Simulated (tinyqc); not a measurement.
# Resonant-tunnelling diode, transfer matrices and Tsu-Esaki current: several studies

Emitter (band edge 0), barrier d1, well Lw, barrier d2, spacer ds, collector (edge -V). The bias drops linearly over these layers and none in the contacts; each layer is cut into ns equal slices, flat at the value of their centres. E is the energy of motion across the layers, C = hbar^2/(2 m0), psi and psi'/m are continuous. Transport is coherent, T(E) is taken as independent of the transverse momentum, and charge in the well is ignored.

Parameters, values chosen for the exercise; masses and offsets of a made-up heterostructure:

| symbol | value | unit | meaning |
|---|---|---|---|
| T | 300 | K | temperature |
| mw | 0.035 | m0 | mass in the well, spacer and contacts |
| U1 | 1 | eV | barrier height |
| m1 | 0.12 | m0 | barrier mass |
| d1 | 1.7 | nm | emitter barrier |
| Lw | 4.5 | nm | well width |
| d2 | 2.3 | nm | collector barrier |
| ns | 3 |  | slices in each layer |
| ds | 4.3 | nm | undoped spacer after the collector barrier |
| Ef | 0.11 | eV | Fermi energy of both contacts above their band edges |
| V | 0.13 | V | bias of the collector |

Constants: q = 1.602176634e-19 C, kB = 1.380649e-23 J/K, hbar = 1.054571817e-34 J s, m0 = 9.1093837015e-31 kg, Vt = kB T/q, hbar^2/(2 m0) = 0.0380998212 eV nm^2. Results are converted to the units shown.

Each table varies one quantity; the others keep the values above.

## Current against voltage

For the pair (psi, psi'/m) a flat layer has M = [[cos kd, (m/k) sin kd], [-(k/m) sin kd, cos kd]] with k = sqrt(m (E - U)/C) above its edge U, and M = [[cosh Kd, (m/K) sinh Kd], [(K/m) sinh Kd, cosh Kd]] with K = sqrt(m (U - E)/C) below it. Later slices stand to the left. With M acting on (psi, psi'/m) and v = k/m in each lead, T(E) = 4 vL vR/[(vL vR M12 - M21)^2 + (vR M11 + vL M22)^2]. J = J0 times the integral over E > 0 of T(E) N(E), N = ln[(1 + exp((Ef - E)/Vt))/(1 + exp((Ef - V - E)/Vt))], J0 = q^2 mw m0 kB T/(2 pi^2 hbar^3) (times 1e-4 for A/cm^2 per eV). The integral is converged to the digits shown.

Current against voltage:

| V (V) | J (kA/cm^2) |
|---|---|
| 0.054 | 1.822 |
| 0.114 | 4.140 |
| 0.175 | 7.929 |
| 0.235 | 13.60 |
| 0.296 | 21.25 |
| 0.356 | 29.79 |
| 0.417 | 37.72 |
| 0.477 | 40.11 |
| 0.538 | 0.5443 |
| 0.598 | 0.1906 |
| 0.659 | 0.1352 |
| 0.719 | 0.1155 |
| 0.78 | 0.1082 |

Among the rows the current peaks at 40.1 kA/cm^2 at V = 0.477 V and falls to 0.108 kA/cm^2 at 0.78 V, a ratio of 371 (it is still falling in the last row, so the valley lies there or beyond). At zero bias the resonance lies at 0.166 eV and the centre of the well takes the share 0.309 of the bias, so the level should reach the emitter band edge near V = 0.539 V; beyond that only the tail of the broadened level (width 1.01 meV at zero bias) and off-resonant tunnelling carry current. Without scattering and space charge the valley comes out far lower than in a real diode. In 7 of the 13 rows the bias alone exceeds 0.4 V, so electrons enter the collector far above its band edge, where real bands are no longer parabolic.

## Effect of the collector barrier

Same model as above.

The resonance is the first maximum of T(E) for E > 0, G its full width at half maximum.

Effect of the collector barrier:

| d2 (nm) | Er (eV) | Tp | G (meV) | J (kA/cm^2) |
|---|---|---|---|---|
| 1.4 | 0.1227 | 0.6727 | 3.353 | 24.31 |
| 1.8 | 0.1242 | 0.9998 | 1.462 | 15.14 |
| 2.2 | 0.1255 | 0.6942 | 0.9349 | 6.456 |
| 2.6 | 0.1268 | 0.2767 | 0.7896 | 2.091 |
| 3.1 | 0.1282 | 0.06401 | 0.7482 | 0.4380 |
| 3.5 | 0.1293 | 0.01845 | 0.7436 | 0.1212 |
| 3.9 | 0.1303 | 0.005235 | 0.7450 | 0.03335 |

As d2 grows from 1.4 to 3.9 nm, G goes from 3.35 through a minimum of 0.744 (at d2 = 3.5 nm among the rows listed) to 0.745 meV, Tp goes from 0.673 through a maximum of 1.00 (at d2 = 1.8 nm among the rows listed) to 0.00524, and J falls from 24.3 to 0.0333 kA/cm^2. The product G Tp changes by a factor of 0.00173 and J by 0.00137; the rest comes from the shift of Er (0.123 to 0.130 eV) against the supply function and from current off resonance.

## Resonance against bias

Same model as above.

For a sharp resonance J = J0 (pi G/2) Tp N(Er), with Er the peak energy, Tp the peak transmission and G the full width at half maximum (in eV).

Resonance against bias:

| V (V) | Er (eV) | Tp | G (meV) | J (kA/cm^2) | one-resonance J (kA/cm^2) |
|---|---|---|---|---|---|
| 0.054 | 0.1496 | 0.4889 | 0.9560 | 1.822 | 1.823 |
| 0.121 | 0.1287 | 0.5622 | 0.8883 | 4.486 | 4.497 |
| 0.189 | 0.1073 | 0.6467 | 0.8214 | 9.072 | 9.112 |
| 0.256 | 0.08613 | 0.7382 | 0.7554 | 16.05 | 16.13 |
| 0.323 | 0.06481 | 0.8351 | 0.6867 | 25.04 | 25.18 |
| 0.391 | 0.04302 | 0.9321 | 0.6093 | 34.62 | 34.79 |
| 0.458 | 0.02142 | 0.9988 | 0.5129 | 40.57 | 40.76 |

Er falls from 0.150 to 0.0214 eV, by 0.317 eV a volt, against the share 0.309 of the bias at the centre of the well. Tp rises from 0.489 to 0.999: the bias lowers the thicker collector barrier towards a match with the emitter barrier. The one-resonance current is 0.027 % above the full integral in the first row and 0.47 % above it in the last. In 1 of the 7 rows the bias alone exceeds 0.4 V, so electrons enter the collector far above its band edge, where real bands are no longer parabolic.

Numbers from tinyqc (`OMP_NUM_THREADS=1 python tinyqc.py 2600052 2600053 out.jsonl`; about 0.3 s on one thread of a shared Intel Xeon 2.30GHz).
